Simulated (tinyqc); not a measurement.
Off-state leakage of single and stacked transistors: one step of the calculation.

n-channel devices of unit width. Subthreshold current I(Vg, Vs, Vd) = I0 (T/300 K)^0.5 exp[(Vg - Vs - VT(T) - gb (Vs - Vb) + dd (Vd - Vs))/(nf Vt)] (1 - exp(-(Vd - Vs)/Vt)), VT(T) = VT - cT (T - 300 K). Gate-edge tunnelling Ig (Vd/1 V) exp(ag (Vd - 1 V)), for a gate at 0 V, and band-to-band leakage Ab u exp(-Bb/u), u = Vd - Vb + 1 V, flow at a drain held at V; both are taken as independent of T. In a stack of off transistors (all gates at 0 V) the same subthreshold current passes through each.

Question. New Vx. Stack of two, Vx the node between them: I_low = I(0, 0, Vx), I_up = I(0, Vx, V), f = ln(I_up/I_low), f' = -(1 + gb + 2 dd)/(nf Vt) - 1/(Vt (exp(Vx/Vt) - 1)) - 1/(Vt (exp((V - Vx)/Vt) - 1)), Vx(new) = Vx - f/f'.

Values chosen for this exercise; values of the order met in bulk silicon logic transistors: temperature T = 330 K; supply voltage V = 0.8 V; threshold at 300 K, zero drain and body bias VT = 0.25 V; fall of the threshold with temperature cT = 0.7 mV/K; current at threshold at 300 K I0 = 0.15 uA/um; slope factor nf = 1.4; drain-induced lowering per volt dd = 0.05; rise of the threshold per volt of source-body bias gb = 0.13; body voltage Vb = 0 V.

Constants: q = 1.602176634e-19 C, kB = 1.380649e-23 J/K, Vt = kB T/q. Results are converted to the units shown.

Vx at the start = 0.033 V

Wanted: I_low; I_up; f; f'; Vx after iteration 1.

Answer.

I_low = 0.35765 nA/um
I_up = 0.51319 nA/um
f = 0.36110
f' = -46.942 1/V
Vx after iteration 1 = 0.040692 V

Numbers from tinyqc (`OMP_NUM_THREADS=1 python tinyqc.py 2242206 2242207 out.jsonl`; about 0.03 s on one thread of a shared Intel Xeon 2.30GHz).
